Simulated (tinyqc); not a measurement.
## Permittivity and interface capacitance from two thicknesses

Problem. 1/C = t/(eps0 ek) + 2/ci for planar capacitors that differ only in thickness. Find ek, ci and the EOT of the interfaces, 2 x 3.9 eps0/ci.

Constants: eps0 = 8.8541878128e-14 F/cm where lengths are in cm. Results are converted to the units shown.

C at t = 12 and 36 nm (uF/cm^2): [2.1847464, 0.79236417]

Solution. 1/C is a straight line in t: the slope gives ek and the intercept 2/ci. A single thickness would give only the effective permittivity; when the interfaces are a small part of 1/C, ci needs very accurate data.

ek = 33.7
ci = 36.0 uF/cm^2
EOT of the interfaces = 0.192 nm

tinyqc, about 0.01 s, one thread, Intel Xeon 2.30GHz (shared host): `OMP_NUM_THREADS=1 python tinyqc.py 2102052 2102053 out.jsonl`
